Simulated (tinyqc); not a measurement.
## Series resistance and length offset from two lengths at two overdrives

Question. In strong inversion R W = Rsd + k(x)(L - dL), k(x) = (1 + th1 x)/(mu0 Cox x), x the overdrive, Cox = eps0 eox/tox, with Rsd and dL independent of x. Find dL, Rsd, mu0 and th1.

Values chosen for this exercise: relative permittivity of the gate insulator (close to silicon dioxide) eox = 3.9; insulator thickness tox = 1.1 nm.

Constants: eps0 = 8.8541878128e-14 F/cm where lengths are in cm. Results are converted to the units shown.

total resistance times width (ohm um):
```
,L = 0.063 um,L = 0.52 um
overdrive 0.57 V,567.665429,2455.87708
overdrive 0.95 V,517.073722,1867.60141
```

Solution. At each overdrive R W is a straight line in L; the two lines cross at L = dL, R W = Rsd. Their slopes give k x = (1 + th1 x)/(mu0 Cox), a straight line in x.

dL = 0.0200 um
Rsd = 390 ohm um
mu0 = 190 cm^2/(V s)
th1 = 0.710 1/V

Computed by the program tinyqc: `OMP_NUM_THREADS=1 python tinyqc.py 2210158 2210159 out.jsonl`, one thread of a shared Intel Xeon 2.30GHz, about 0.01 s for the whole run.
